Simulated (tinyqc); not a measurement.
## Phonon and roughness prefactors from two fields

Inverse problem. At 300 K and high field 1/mu = E^(1/3)/Ap + E^gs/As, E in MV/cm. Find Ap and As.

Parameters, values chosen for the exercise: exponent of the roughness term gs = 2.

mu at E = 0.48 and 0.97 MV/cm (cm^2/(V s)): 412.39289  243.40191

Answer. Two linear equations in 1/Ap and 1/As.

Ap = 381 cm^2/(V s)
As = 623 cm^2/(V s)

Computed by the program tinyqc: `OMP_NUM_THREADS=1 python tinyqc.py 2510048 2510049 out.jsonl`, one thread of a shared Intel Xeon 2.30GHz, about 0.01 s for the whole run.
